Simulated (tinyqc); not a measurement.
Worked calculation: MP2 on RHF in the 3-21g basis, for H2, spin multiplicity 1. One step of it, computed by the program tinyqc.

Question. Iteration 7 (converged): orbitals. Diagonalise F' = X^T F X, C = X C', fill 1 alpha and 1 beta electrons from the bottom; D = 2 C_occ C_occ^T. Each column has its largest component positive (the first on a tie).

converged F (hartree), lower triangle:
```
           1H 1s      1H 2s      2H 1s      2H 2s
1H 1s   0.188182
1H 2s  -0.442684  -0.329558
2H 1s  -0.439061  -0.441301   0.188182
2H 2s  -0.441301  -0.386414  -0.442684  -0.329558
```

X, lower triangle:
```
           1H 1s      1H 2s      2H 1s     2H 2s
1H 1s   1.241356
1H 2s  -0.481765   1.678882
2H 1s  -0.050996   0.033915   1.241356
2H 2s   0.033915  -0.703976  -0.481765  1.678882
```

Give: F' = X^T F X; orbital energies; coefficients C; D after iteration 7.

Answer.

F' = X^T F X (hartree), lower triangle:
```
         1        2        3       4
1   0.7540
2  -0.6247   0.2671
3  -0.3106  -0.1321   0.7540
4  -0.1321  -0.2260  -0.6247  0.2671
```

orbital energies (hartree): MO1 -0.5408, MO2 0.2094, MO3 1.0254, MO4 1.3482

coefficients C:
```
          MO1      MO2      MO3      MO4
1H 1s  0.2620   0.1401   0.8603  -0.9739
1H 2s  0.3535   1.2781  -0.6712   1.1569
2H 1s  0.2620  -0.1401   0.8603   0.9739
2H 2s  0.3535  -1.2781  -0.6712  -1.1569
```

D after iteration 7, lower triangle:
```
        1H 1s   1H 2s   2H 1s   2H 2s
1H 1s  0.1373
1H 2s  0.1852  0.2499
2H 1s  0.1373  0.1852  0.1373
2H 2s  0.1852  0.2499  0.1852  0.2499
```
